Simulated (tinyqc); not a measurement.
## Scale length and length offset from two DIBL values

Question. DIBL = exp(-Le/(2 l)) + 2 exp(-Le/l) with Le = L - dL. Find l, dL and the drawn length for a DIBL of 100 mV/V.

DIBL at drawn lengths 140 and 230 nm (mV/V): 73.794964  10.210442

Answer. With e = exp(-Le/(2 l)), 2 e^2 + e = DIBL gives e and so Le/l at each length; Le/l is a straight line in L with slope 1/l.

l = 24.0 nm
dL = 9.00 nm
length for 100 mV/V = 127 nm

tinyqc, about 0.01 s, one thread, Intel Xeon 2.30GHz (shared host): `OMP_NUM_THREADS=1 python tinyqc.py 2002034 2002035 out.jsonl`
